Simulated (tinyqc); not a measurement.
Three-band (Emery) model of a CuO2 plane downfolded to one band: one step. H at one k. Two cases, with inputs chosen for the exercise.

Question. Fill in the matrix.

Electron picture, d at 0 and the oxygen p orbitals at -D; sx = sin(kx a/2), sy = sin(ky a/2). H = [[0, 2 tpd sx, -2 tpd sy], [., -D, -4 tpp sx sy], [., ., -D]], real and symmetric. The top (antibonding) band crosses the Fermi level.

Case 1.

Values chosen (of the size used for cuprate planes; shifted at random, so the results belong to these values and not to a real crystal): D = 2 eV (ed - ep); tpd = 1.4 eV (d-p hopping); tpp = 0.68 eV (p-p hopping); k = (0.85, 0.78) pi/a (wave vector).

Case 2.

Values chosen (of the size used for cuprate planes; shifted at random, so the results belong to these values and not to a real crystal): D = 2.2 eV (ed - ep); tpd = 1.14 eV (d-p hopping); tpp = 0.45 eV (p-p hopping); k = (0.28, 0.82) pi/a (wave vector).

Give: sx, sy; H.

Answer.

Case 1.

sx, sy: 0.97237  0.94088

H (eV), lower triangle:
```
          d       px       py
d         0
px   2.7226  -2.0000
py  -2.6345  -2.4885  -2.0000
```

Case 2.

sx, sy: 0.42578  0.96029

H (eV), lower triangle:
```
          d       px       py
d         0
px   0.9708  -2.2000
py  -2.1895  -0.7360  -2.2000
```

Computed by tinyqc, one run a case: `OMP_NUM_THREADS=1 python tinyqc.py N N+1 out.jsonl` with N = 1480409, 1481946; one thread of a shared Intel(R) Xeon(R) Processor @ 2.30GHz, about 0.03 s a run at most.
